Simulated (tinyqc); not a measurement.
Fully depleted semiconductor-on-insulator film with two gates, non-linear Poisson equation by Newton steps: one step of the calculation.

One dimension across the film, front interface at x = 0, back interface at x = ts. psi is counted from the intrinsic level, n = ni exp(psi/Vt) (source grounded), holes neglected, acceptors ionised. Gates act through Cox = eps0 eox/tox and Cbox = 3.9 eps0/tb with potentials G1 = Vg - (phiM - chi - Vt ln(Nc/ni)) and G2 = Vb - (phiB - chi - Vt ln(Nc/ni)). Classical Boltzmann densities, no interface charge, no depletion in the back plane.

Task. Capacitances and gate potentials. ni = sqrt(Nc Nv) exp(-Eg/(2 Vt)), Eg in volts; Cox, Cbox, G1, G2 as defined; Cs = eps0 eps_r/ts; a = eps0 eps_r/h with h = ts/8; coupling ratio of a depleted film Cs Cbox/(Cox (Cs + Cbox)).

Values chosen for this exercise; band and dielectric values close to those of silicon: temperature T = 350 K; band gap Eg = 1.12 eV; relative permittivity eps_r = 11.5; conduction-band density of states at T Nc = 3.52e19 cm^-3; valence-band density of states at T Nv = 3.29e19 cm^-3; electron affinity chi = 4.11 eV; relative permittivity of the gate insulator (close to silicon dioxide) eox = 3.9; insulator thickness tox = 1.6 nm; film thickness ts = 24 nm; buried-oxide thickness (eps_r 3.9) tb = 98 nm; work function of the front gate phiM = 4.72 eV; work function of the back plane phiB = 4.16 eV; back-gate voltage Vb = 0 V; front-gate voltage Vg = 0.58 V.

Constants: q = 1.602176634e-19 C, kB = 1.380649e-23 J/K, Vt = kB T/q, eps0 = 8.8541878128e-14 F/cm where lengths are in cm. Results are converted to the units shown.

Find: ni; Cox; Cbox; Cs; a; G1; G2; coupling ratio.

Result.

ni = 2.9392e11 cm^-3
Cox = 2.1582 uF/cm^2
Cbox = 0.035236 uF/cm^2
Cs = 0.42426 uF/cm^2
a = 3.3941 uF/cm^2
G1 = 0.53102 V
G2 = 0.51102 V
coupling ratio = 0.015075

Program tinyqc, `OMP_NUM_THREADS=1 python tinyqc.py 2190061 2190062 out.jsonl`; Intel Xeon 2.30GHz, shared host, one thread, about 0.3 s.
